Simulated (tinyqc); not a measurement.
Thin-film optics by transfer matrices: one step. Reflection and transmission. Two cases, with inputs chosen for the exercise.

Task: Close the stack on the substrate.

Indices N = n + i k. Snell: N0 sin(theta) = N_j sin(theta_j), with Im(N_j cos theta_j) >= 0. Admittance y_j = N_j cos theta_j for s and N_j/cos theta_j for p. Phase delta_j = 2 pi N_j cos theta_j d_j/lambda. Layer matrix [[cos delta, -i sin delta/y], [-i y sin delta, cos delta]], multiplied from the top down to M. (B, C) = M (1, y_sub); r = (y0 B - C)/(y0 B + C), R = |r|^2, T = 4 Re y0 Re y_sub/|y0 B + C|^2, absorbed in the films 1 - R - T.

Give: B, C; r; R; T into the substrate; absorbed in the films.

Case 1.

M:
```
                     1                    2
1  -0.059116-0.936274i  -0.157181-0.212664i
2   3.363368-6.947906i  -0.333277-1.095756i
```

y_j: ambient 1.154701, film 1 5.002674+2.607540i, film 2 1.553968, substrate 6.632050+2.791163i

Result:

B, C: -0.5080-2.7854i  4.2115-15.1452i

r = -0.6750-0.1281i
R = 0.4720
T into the substrate = 0.0874
absorbed in the films = 0.4406

The bare substrate would reflect 0.5523.

Case 2.

M:
```
                    1                    2
1  0.756123-0.043053i  -0.016146-0.412683i
2  0.465090-1.474057i   0.519061-0.192809i
```

y_j: ambient 0.500000, film 1 2.632436+0.607107i, film 2 1.297536, substrate 0.849621+1.629301i

Result:

B, C: 1.4148-0.4200i  1.2202-0.7922i

r = -0.3330+0.1289i
R = 0.1275
T into the substrate = 0.3600
absorbed in the films = 0.5125

The bare substrate would reflect 0.6204.

Computed by tinyqc, one run a case: `OMP_NUM_THREADS=1 python tinyqc.py N N+1 out.jsonl` with N = 1652309, 1652672; one thread of a shared Intel(R) Xeon(R) Processor @ 2.30GHz, about 0.01 s a run at most.
